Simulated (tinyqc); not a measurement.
## Strained alloy layer of GaSb and GaAs on (001) InP, model-solid band line-up: gaps, strain and offsets against composition

The layer is x parts of the first compound and 1 - x of the second, grown coherently on the third as substrate and barrier. Rows of the table: lattice constant a, average valence level Ea on an absolute scale, spin-orbit splitting so, gaps at Gamma, X and L, hydrostatic deformation potentials av and ac (Gamma), shear potential b, elastic constants, electron and heavy-hole (along z) masses. All are interpolated linearly in x; gaps get -C x (1 - x), taken wholly in the conduction band; real line-ups can differ from this model by 0.1 eV or more.

In-plane strain e = (a_substrate - a)/a, e_z = -2 (c12/c11) e, volume change 2 e + e_z. With v = 2 e + e_z and d = 2 b (e_z - e): Eav = Ea + av v; E_hh = Eav + so/3 - d/2; E_lh = Eav - so/6 + d/4 + sqrt(so^2 + so d + 9 d^2/4)/2; E_c = Ea + so/3 + EG + ac v (Gamma). Substrate: E_v = Ea + so/3, E_c = E_v + EG. Well depths: dEc = E_c(substrate) - E_c, dEhh = E_hh - E_v(substrate), dElh likewise; strained Gamma gap E_c - max(E_hh, E_lh); positive values confine carriers in the layer. Matthews-Blakeslee for 60-degree dislocations in a single layer: hc = k (ln(hc/bv) + 1), k = bv (1 - nu/4)/(4 pi |e| (1 + nu)), nu = c12/(c11 + c12), bv = a/sqrt(2); the larger root. The valence offset is the larger of dEhh and dElh; a dash marks |e| under 0.02 % or no root.

Parameters, values chosen for the exercise: bowing of the Gamma gap CG = 1.43 eV; bowing of the X gap CX = 1.2 eV; bowing of the L gap CL = 1.2 eV.

Binary compounds, values chosen for the exercise:
```
              close to GaSb  close to GaAs  close to InP
a (angstrom)          6.096          5.653         5.869
Ea (eV)               -6.25          -6.92         -7.04
so (eV)               0.758           0.34          0.11
EG (eV)               0.724           1.45          1.34
EX (eV)                1.04           1.91          2.18
EL (eV)                0.81           1.73          1.92
av (eV)                0.78           1.18          1.27
ac (eV)               -6.81           -7.2         -5.03
b (eV)                   -2          -1.72          -1.7
c11 (GPa)              88.5            119           101
c12 (GPa)              39.8           54.1          56.8
me (m0)              0.0393         0.0666        0.0807
mh (m0)               0.248          0.347         0.538
```

Gaps, strain and offsets against composition:
columns A: x; B: e (%); C: relaxed Gamma gap (eV); D: lower of X and L gaps (eV); E: strained Gamma gap (eV); F: E_hh - E_lh (meV); G: dEc (eV); H: valence offset (eV); I: hc (nm)
```
A            B       C       D       E       F         G       H     I
0.25     1.826   1.000   1.275  0.7599  -139.6   0.08234  0.4978  4.14
0.31     1.359  0.9191   1.188  0.7431  -102.0   0.07852  0.5184  6.29
0.38    0.8187  0.8372   1.098  0.7333  -60.07   0.06173  0.5450  12.4
0.44    0.3605  0.7782   1.030  0.7333  -25.92   0.03674  0.5700  34.9
0.5   -0.09362  0.7295  0.9700  0.7344   6.595  0.001986  0.6036   175
0.56   -0.5436  0.6911  0.9191  0.7189   37.50  -0.04256  0.6636  21.2
0.62   -0.9896  0.6630  0.8769  0.7129   66.87  -0.09690  0.7240  9.86
0.69    -1.505  0.6432  0.8385  0.7177   99.30   -0.1727  0.7950  5.63
0.75    -1.942  0.6374  0.8150  0.7321   125.7   -0.2483  0.8562  3.94
```

Read the table: what changes, and by how much?

The relaxed Gamma gap falls from 1.00 to 0.637 eV and the strained one moves up and down between 0.713 and 0.760 eV. The lattice matches the substrate at x = 0.488; the heavy hole is on top where the layer is compressed (e < 0) and the light hole where it is stretched. dEc falls from 0.0823 to -0.248 eV and the valence offset rises from 0.498 to 0.856 eV. At the largest strain listed, -1.94 %, strain changes the gap by 94.7 meV.

Numbers from tinyqc (`OMP_NUM_THREADS=1 python tinyqc.py 2690058 2690059 out.jsonl`; about 0.01 s on one thread of a shared Intel Xeon 2.30GHz).
